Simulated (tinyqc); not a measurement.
Worked calculation: pair-potential crystal by lattice sums. Computed by tinyqc, a small Python program that keeps every step. Command: `OMP_NUM_THREADS=1 python tinyqc.py 3027264 3027265 out.jsonl pairsum walk`. One thread of a shared host (Intel(R) Xeon(R) Processor @ 2.30GHz), about 0.01 s of CPU time with the checks. Intermediate numbers are printed to about 7 digits and carried at full precision; extremes and crossings named in words are read from the listed rows.

Energy per atom E = (1/2) sum over neighbours of phi(r); d is the nearest-neighbour distance.

Inputs (values chosen for the exercise, for model atoms):

| quantity | value | unit |
|---|---|---|
| well depth eps | 0.323 | eV |
| pair minimum r0 | 2.4 | angstrom |
| cut-off r_c/r0 | 1.86 | - |
| trial neighbour distance d/r0 | 1.02 | - |
| stiffness alpha r0 | 6.8 | - |

Potential: Morse. Structure: sc.

Constants: 1 eV/angstrom^3 = 160.2176634 GPa.

## Shell sums at the trial distance

phi0(r) = eps [exp(-2 alpha (r - r0)) - 2 exp(-alpha (r - r0))]; shifted-force cut-off: phi(r) = phi0(r) - phi0(r_c) - (r - r_c) phi0'(r_c) for r < r_c, zero beyond. Shells (distance in units of d, count): fcc 1.0000 (12), 1.4142 (6), 1.7321 (24), 2.0000 (12), 2.2361 (24), 2.4495 (8), 2.6458 (48), 2.8284 (6), 3.0000 (36), 3.1623 (24); hcp 1.0000 (12), 1.4142 (6), 1.6330 (2), 1.7321 (18), 1.9149 (12), 2.0000 (6), 2.2361 (12), 2.3805 (12), 2.4495 (6), 2.5166 (6), 2.5820 (12), 2.6458 (24), 2.7080 (6), 2.8868 (12), 3.0000 (12), 3.1091 (24), 3.1623 (12); bcc 1.0000 (8), 1.1547 (6), 1.6330 (12), 1.9149 (24), 2.0000 (8), 2.3094 (6), 2.5166 (24), 2.5820 (24), 2.8284 (24), 3.0000 (32); sc 1.0000 (6), 1.4142 (12), 1.7321 (8), 2.0000 (6), 2.2361 (24), 2.4495 (24), 2.8284 (12), 3.0000 (30), 3.1623 (24); diamond 1.0000 (4), 1.6330 (12), 1.9149 (12), 2.3094 (6), 2.5166 (12), 2.8284 (24), 3.0000 (16). Volumes per atom in d^3: fcc 0.70711, hcp 0.70711, bcc 0.76980, sc 1.00000, diamond 1.53960; hcp has the ideal c/a. Every shell inside the cut-off is summed. List each shell within the cut-off.

Shells:

| shell | count | r (angstrom) | phi (eV) | phi' (eV/angstrom) | phi'' (eV/angstrom^2) |
|---|---|---|---|---|---|
| 1 | 6 | 2.448000 | -0.3052987 | 0.1978792 | 3.375354 |
| 2 | 12 | 3.461995 | -0.0239499 | 0.0805892 | -0.230632 |
| 3 | 8 | 4.240060 | -0.0004655 | 0.0046410 | -0.027918 |

## Energy and virial pressure

E = (1/2) sum count x phi; P = -(1/(6 Omega)) sum count x r phi', Omega = 1.000000 d^3.

energy at the trial distance = -1.061457 eV/atom

pressure at the trial distance = -11.67104 GPa

The pressure is negative, so the lattice wants to contract.

## Equilibrium

Equilibrium: dE/dd = 0 at the lowest minimum with d between 0.78 r0 and 1.45 r0; B = d^2 E''(d)/(9 Omega). Unrelaxed vacancy: removing an atom breaks its bonds (2|E|) and placing it on the surface returns |E|, so E_v = |E|.

equilibrium distance d = 2.344706 angstrom

energy per atom = -1.140425 eV

bulk modulus B = 150.8258 GPa

unrelaxed vacancy energy = 1.140425 eV

d is 2.3 % shorter than r0, because further shells pull and the first shell must push back.

## Elastic constants

At zero stress C_ijkl = (1/(2 Omega)) sum (phi'' - phi'/r) R_i R_j R_k R_l / r^2 over all neighbours, on cube axes; so C44 = C12 (Cauchy relation). C' = (C11 - C12)/2.

C11 = 511.3557 GPa

C12 = C44 = -29.43917 GPa

C' = 270.3974 GPa

C44 is negative: the structure is unstable against a simple shear.

## Ranking of structures

The formulas are those given above.

Each structure at its own equilibrium:

| structure | neighbours | d (angstrom) | E (eV/atom) | volume (angstrom^3) | B (GPa) |
|---|---|---|---|---|---|
| fcc | 12 | 2.382513 | -1.967814 | 9.56293 | 347.6258 |
| hcp | 12 | 2.382784 | -1.968751 | 9.56619 | 348.3397 |
| bcc | 8 | 2.334804 | -1.848100 | 9.79782 | 320.9964 |
| sc | 6 | 2.344706 | -1.140425 | 12.89036 | 150.8258 |
| diamond | 4 | 2.382391 | -0.645760 | 20.81839 | 52.5990 |

The order is hcp < fcc < bcc < sc < diamond; hcp lies 0.94 meV below fcc. fcc (-1.967814 eV) and hcp (-1.968751 eV) share two shells and differ from the third on. Pair forces reward the number of bonds: diamond reaches only 33 % of the best binding. Caution: each structure is relaxed in d alone and may be unstable against shear; the tiny fcc-hcp difference depends on the cut-off.

Checks made by the program: virial pressure against -dE/dV (relative difference 6e-09); (C11 + 2 C12)/3 against the curvature of E(d) (relative difference 1e-09).
